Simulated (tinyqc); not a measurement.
Leakage through a gate insulator: direct, Fowler-Nordheim, trap-assisted and Poole-Frenkel currents: one step, computed by the program tinyqc. Command: `OMP_NUM_THREADS=1 python tinyqc.py 3025903 3025904 out.jsonl oxideleak walk`. One thread of a shared host (Intel(R) Xeon(R) Processor @ 2.30GHz), about 0.01 s of CPU time with the checks.

Electrons enter from the cathode Fermi level at x = 0; the conduction band of the insulator lies phi_b - e F x above it, F = V/t. WKB exponents use a parabolic band with mass m.

Task: Field and tunnelling without traps. For a level a distance phi(x) below the band, the WKB exponent is 2 int kappa dx with kappa = sqrt(m phi/(hbar^2/2m_0)); for a linear barrier from phi_1 down to phi_2 = max(phi_1 - e F d, 0) it is G = (4/3) sqrt(m/(hbar^2/2m_0)) (phi_1^(3/2) - phi_2^(3/2))/(e F). J_tun = e^3 F^2/(16 pi^2 hbar m phi_b) x exp(-G) / [1 - sqrt(phi_2/phi_b)]^2 with the free-electron mass in the cathode (m in m_0), phi_2 = max(phi_b - e V, 0): direct tunnelling for e V < phi_b, Fowler-Nordheim above. Image forces, back-flow and the limit on supply are left out, so J_tun is overstated below about 0.5 V. Equivalent oxide thickness = 3.9 t/eps_ox.

Inputs (values chosen for the exercise, with an insulator like Si3N4): thickness t = 3.7 nm; barrier phi_b = 2.18 eV; tunnelling mass m = 0.41 m_0; static constant eps_ox = 7.06; voltage across the insulator V = 2.3 V.

Constants: hbar^2/(2 m_0) = 3.80998212 eV angstrom^2; e = 1.602176634e-19 C; hbar = 1.054571817e-34 J s.

Give: field F; equivalent oxide thickness; WKB exponent G; tunnelling current J_tun.

Result:

field F = 6.216 MV/cm

equivalent oxide thickness = 2.044 nm

WKB exponent G = 22.65

tunnelling current J_tun = 0.009725 A/cm^2

The barrier is a triangle 3.51 nm long: Fowler-Nordheim tunnelling.
